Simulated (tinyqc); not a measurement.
Bias-temperature instability from a Gaussian distribution of capture and emission barriers: one step, computed by the program tinyqc.

Each trap has a capture time tau_0 exp(E_c/(k_B T)) under stress and an emission time tau_0 exp(E_e/(k_B T)) after it. E_c is Gaussian, and E_e = E_c + d with d Gaussian and independent. A trap counts as filled once t_s exceeds its capture time and as emptied once t_r exceeds its emission time.

Problem. Recovery. Demarcation energies E_s = k_B T ln(t_s/tau_0), E_r = k_B T ln(t_r/tau_0); mean barrier mu = mu_c - k_F F; z = (E_s - mu)/sigma_c; Phi is the standard normal distribution. Temperatures in kelvin are T(C) + 273.15. Remaining shift dV = V_max int_(-infinity)^(E_s) g(E_c) [1 - Phi((E_r - E_c - delta)/sigma_d)] dE_c, g the Gaussian density of E_c (Gauss-Legendre, 120 points over 7 sigma_c below E_s).

Inputs (values chosen for the exercise, for a model p-channel transistor):
```
quantity                                      value  unit
shift with all traps filled V_max                63    mV
spread of capture barriers sigma_c             0.26    eV
mean of E_e - E_c at the stress field, delta  -0.23    eV
spread of E_e - E_c, sigma_d                   0.34    eV
time constant tau_0                           1e-10     s
temperature T                                    25     C
stress time t_s                                2000     s
recovery time t_r                               800     s
```

mean barrier mu = 1.42 eV

shift without recovery dV0 = 0.4689931 mV

Constants: k_B = 8.617333262e-05 eV/K.

Give: E_r; remaining shift dV; remaining share dV/dV0.

Solution.

E_r = 0.76334 eV

remaining shift dV = 0.094529 mV

remaining share dV/dV0 = 0.20156

A measurement delay of t_r hides 80 % of the shift. Caution: part of the filled traps have an emission barrier near or below zero, which means only that they empty at once.
